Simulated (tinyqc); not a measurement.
Surface Green function of a dimerised chain, Sancho-Rubio decimation: one step of the calculation.

A semi-infinite lead of cells 0, 1, 2, ... with H0 inside a cell and H1 = <cell i|H|cell i + 1>. Cell A, B with A at the surface; -t1 joins A and B, -t2 joins B to the next A. z = E + i eta.

Task. Self-energy, Dyson check and densities of states. Sigma = H1 g_s H1^dagger is what the lead adds to one more cell, and (z - H0 - Sigma)^(-1) must give g_s back. Densities of states: -Im of the diagonals over pi.

Parameters, values chosen for the exercise: energy E = -2.18 eV; broadening eta = 0.001 eV.

H0 (eV):
```
,A,B
A,0,-1.32
B,-1.32,0
```

H1 (eV):
```
,A,B
A,0,0
B,-1,0
```

converged surface Green function g_s (1/eV):
```
,A,B
A,-0.9183704-0.3919884i,-0.7594238-0.6466790i
B,-0.7594238-0.6466790i,-1.2546898-1.0674249i
```

converged bulk Green function (1/eV):
```
,A,B
A,-0.0043943-1.2736544i,0.3741853-1.2160252i
B,0.3741853-1.2160252i,-0.0043943-1.2736544i
```

Find: Sigma; (z - H0 - Sigma)^(-1); surface density of states; bulk density of states.

Result.

Sigma (eV):
```
,A,B
A,0.00000+0.00000i,0.00000+0.00000i
B,0.00000+0.00000i,-0.91837-0.39199i
```

(z - H0 - Sigma)^(-1) (1/eV):
```
,A,B
A,-0.9184-0.3920i,-0.7594-0.6467i
B,-0.7594-0.6467i,-1.2547-1.0674i
```

```
orbital,surface density of states (1/eV),bulk density of states (1/eV)
A,0.12477,0.40542
B,0.33977,0.40542
```

Numbers from tinyqc (`OMP_NUM_THREADS=1 python tinyqc.py 2680112 2680113 out.jsonl`; about 0.02 s on one thread of a shared Intel Xeon 2.30GHz).
